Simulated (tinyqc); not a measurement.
# Free and trapped electrons in a MOS channel with a dense trap tail: two studies

p-type body, charge-sheet picture, full ionisation (an idealisation for deep acceptors), Boltzmann statistics for free electrons. e = Ec - EF at the surface. Acceptor-like traps of density D(E) = D0 + De exp(-E/Ew) at depth E below Ec, from 0 to Eu, hold n_t = integral of D(E)/(1 + exp((e - E)/Vt)). psi = Eg - Vt ln(Nv/Na) - e; N_dep = sqrt(2 eps0 eps_r Na (psi - Vt)/q); n_f = sqrt(N_dep^2 + 2 eps0 eps_r Vt Nc exp(-e/Vt)/q) - N_dep; Vg = Vfb + psi + q (N_dep + n_t + n_f)/Cox, Cox = eps0 eox/tox.

Inputs (values chosen for the exercise); band and dielectric values close to those of gallium nitride:

| symbol | value | unit | meaning |
|---|---|---|---|
| T | 400 | K | temperature |
| Eg | 3.41 | eV | band gap |
| eps_r | 9.37 |  | relative permittivity |
| Nc | 3.56e18 | cm^-3 | conduction-band density of states at T |
| Nv | 7.14e19 | cm^-3 | valence-band density of states at T |
| eox | 3.9 |  | relative permittivity of the insulator |
| tox | 69 | nm | insulator thickness |
| Na | 4.5e15 | cm^-3 | acceptor density |
| Vfb | -2.76 | V | flat-band voltage without trapped charge |
| D0 | 1.8e11 | cm^-2 eV^-1 | constant background density of acceptor-like traps |
| De | 8.6e12 | cm^-2 eV^-1 | density of the tail at the conduction edge |
| Ew | 0.1 | eV | decay energy of the tail |
| Eu | 0.89 | eV | depth below Ec down to which the traps reach |
| mf | 60 | cm^2/(V s) | mobility of free electrons |

Constants: q = 1.602176634e-19 C, kB = 1.380649e-23 J/K, Vt = kB T/q, eps0 = 8.8541878128e-14 F/cm where lengths are in cm. Results are converted to the units shown.

Each table varies one quantity; the others keep the values above.

## Free and trapped charge against gate voltage

Free share n_f/(n_f + n_t); swing ln 10 n_f/(dn_f/dVg); field-effect mobility mf q (dn_f/dVg)/Cox, for a constant mf; oxide field q (N_dep + n_t + n_f)/(eps0 eox).

Free and trapped charge against gate voltage:

| Vg (V) | e (eV) | n_f (cm^-2) | n_t (cm^-2) | free share (%) | swing (mV/decade) | field-effect mobility (cm^2/(V s)) | oxide field (MV/cm) |
|---|---|---|---|---|---|---|---|
| 1.2 | 0.4832 | 1.504e6 | 8.152e10 | 0.001845 | 164.7 | 0.004037 | 0.1981 |
| 2.6 | 0.1474 | 2.330e10 | 3.687e11 | 5.945 | 906.1 | 11.38 | 0.3523 |
| 4 | 0.06929 | 1.835e11 | 6.165e11 | 22.94 | 2641 | 30.73 | 0.5439 |
| 5.4 | 0.02942 | 4.509e11 | 7.714e11 | 36.89 | 4769 | 41.82 | 0.7410 |
| 6.8 | 0.001854 | 7.837e11 | 8.656e11 | 47.52 | 7079 | 48.97 | 0.9399 |
| 8.2 | -0.01916 | 1.158e12 | 9.208e11 | 55.71 | 9603 | 53.34 | 1.140 |
| 9.6 | -0.03591 | 1.557e12 | 9.531e11 | 62.02 | 1.233e4 | 55.83 | 1.340 |
| 11 | -0.04969 | 1.969e12 | 9.727e11 | 66.94 | 1.521e4 | 57.25 | 1.541 |
| 12.4 | -0.06132 | 2.390e12 | 9.851e11 | 70.81 | 1.820e4 | 58.08 | 1.742 |

n_f reaches 1e11 cm^-2 at Vg = 3.42 V, against 1.73 V without traps. The free share rises from 0.00184 to 70.8 % and the field-effect mobility rises from 0.00404 to 58.1 cm^2/(V s), although mf = 60 is constant: in the last row 96.8 % of Cox dVg goes into free electrons. The swing in the first row is 165 mV a decade (Vt ln 10 = 79.4). For Vg = 5.4, 6.8, 8.2, 9.6, 11, 12.4 EF lies less than 2 Vt below the band edge, or above it, where degeneracy and confinement, left out, matter.

## Effect of the density of the tail at the conduction edge

VT is the Vg for n_f = 1e11 cm^-2; swing ln 10 n_f/(dn_f/dVg) at n_f = 1e8 cm^-2; the last three columns are for Vg = VT + 5.5 V, with free share n_f/(n_f + n_t) and field-effect mobility mf q (dn_f/dVg)/Cox; there EF is near the band edge, where Boltzmann statistics are rough.

Effect of the density of the tail at the conduction edge:

| De (cm^-2 eV^-1) | e at VT (eV) | VT (V) | q n_t/Cox at VT (V) | swing (mV/decade) | n_f (cm^-2) | free share (%) | field-effect mobility (cm^2/(V s)) |
|---|---|---|---|---|---|---|---|
| 1e12 | 0.09358 | 2.331 | 0.6007 | 154.2 | 1.703e12 | 87.12 | 58.83 |
| 2e12 | 0.09358 | 2.474 | 0.7438 | 164.9 | 1.656e12 | 82.77 | 58.44 |
| 5e12 | 0.09358 | 2.903 | 1.173 | 197.0 | 1.517e12 | 71.03 | 57.02 |
| 1e13 | 0.09358 | 3.618 | 1.888 | 250.5 | 1.302e12 | 55.10 | 53.75 |
| 2e13 | 0.09358 | 5.048 | 3.318 | 357.5 | 9.456e11 | 33.57 | 43.93 |
| 4e13 | 0.09358 | 7.909 | 6.179 | 571.6 | 5.425e11 | 14.58 | 24.05 |
| 9e13 | 0.09358 | 15.06 | 13.33 | 1107 | 2.685e11 | 4.499 | 7.953 |
| 2e14 | 0.09358 | 30.80 | 29.07 | 2284 | 1.664e11 | 1.528 | 2.735 |

Read the table: what changes, and by how much?

As De goes from 1e12 to 2e14, VT rises from 2.33 to 30.8 V, its part due to traps rises from 0.601 to 29.1 V, the swing rises from 154 to 2280 mV/decade and the field-effect mobility falls from 58.8 to 2.74 cm^2/(V s).

Numbers from tinyqc (`OMP_NUM_THREADS=1 python tinyqc.py 2222186 2222187 out.jsonl`; about 0.02 s on one thread of a shared Intel Xeon 2.30GHz).
